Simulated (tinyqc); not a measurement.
Finite-difference solution of the diffusion equation on a small grid. Changing the time step dt. Computed by tinyqc, a small Python program. Command: `OMP_NUM_THREADS=1 python tinyqc.py 3007739 3007740 out.jsonl fdiff sweep`. One thread of a shared host (Intel(R) Xeon(R) Processor @ 2.30GHz), about 0.01 s of CPU time with the checks.

dC/dt = D d2C/dx2 on nodes x_j = j dx, j = 0..11; the far end is sealed.

Inputs (values chosen for the exercise):
```
quantity           value              unit
diffusivity D       0.62            nm^2/s
grid spacing dx       50                nm
final time t_f     22500                 s
surface value C_s     54  % of a reference
```

Boundary at x = 0: fixed surface value. Scheme: explicit.

start values C_j, j = 0, 1, ... (% of a reference): 0  0  0  0  0  0  0  0  0  0  0  0

Method:
- The operator M acts as (M C)_j = C_(j-1) - 2 C_j + C_(j+1); at the sealed far end a mirror node gives 2 C_(N-2) - 2 C_(N-1); at j = 0, C_0 is held at C_s from the start (row of zeros).
- r = D dt/dx^2.
- With r = D dt/dx^2: (1 - theta r M) C(new) = (1 + (1 - theta) r M) C(old); theta = 0 explicit, 1 implicit, 1/2 Crank-Nicolson.
- The run takes n = round(t_f/dt) steps of length t_f/n.
- The dose is the trapezoidal sum of C dx; the error is the largest difference from exp(M D t/dx^2) C(0), the exact time evolution on the same grid.

One run for each value:
```
time step dt (s)  largest error at t_f (%)  mesh ratio r  final C_6 (%)  final dose (% nm)
87.9                               0.02779       0.02180         4.0417             7281.2
175.8                              0.05555       0.04359         4.0399             7284.6
351.6                              0.11095       0.08719         4.0363             7291.4
703.1                              0.22126       0.17438         4.0297             7305.0
1406.2                             0.43976       0.34875         4.0188             7332.4
```

Over the rows, largest error at t_f (%) rises from 0.0278 to 0.440 (exponent d ln y / d ln x about 1.00 throughout). The exponent of largest error at t_f stays between 0.99 and 1.00, near 1: first order in the step.

Extremes, crossings and ranges named in words are read from the listed rows.
